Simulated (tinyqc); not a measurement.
Phonon and roughness prefactors from two fields.

Question. At 300 K and high field 1/mu = E^(1/3)/Ap + E^gs/As, E in MV/cm. Find Ap and As.

Inputs (values chosen for the exercise):
```
symbol,value,unit,meaning
gs,2,,exponent of the roughness term
```

mu at E = 0.57 and 1.16 MV/cm (cm^2/(V s)): [405.42523, 247.44623]

Answer. Two linear equations in 1/Ap and 1/As.

Ap = 386.0 cm^2/(V s)
As = 1020 cm^2/(V s)

Computed by the program tinyqc: `OMP_NUM_THREADS=1 python tinyqc.py 2510160 2510161 out.jsonl`, one thread of a shared Intel Xeon 2.30GHz, about 0.01 s for the whole run.
